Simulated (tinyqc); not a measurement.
Density and mobility of a removed layer (differential Hall).

Inverse problem. For layers in parallel the sheet conductance g = 1/Rs and the product g mu_H (mu_H signed, unit Hall factors) are additive. Find the sheet density and mobility of the layer that was removed, and its share of the conductance.

Constants: q = 1.602176634e-19 C. Results are converted to the units shown.

Rs before and after removing the top layer (ohm/square): [602.46227, 660.47715]
apparent mobility before and after, signed (cm^2/(V s)): [533.44595, 450]

Answer. The differences give g1 = q n mu and g1 mu = q n mu^2; their ratio is mu and g1^2/(q g1 mu) is n.

sheet density = 6.50e11 cm^-2
mobility = 1.40e3 cm^2/(V s)
share of the conductance = 8.78 %

Program tinyqc, `OMP_NUM_THREADS=1 python tinyqc.py 2850205 2850206 out.jsonl`; Intel Xeon 2.30GHz, shared host, one thread, about 0.01 s.
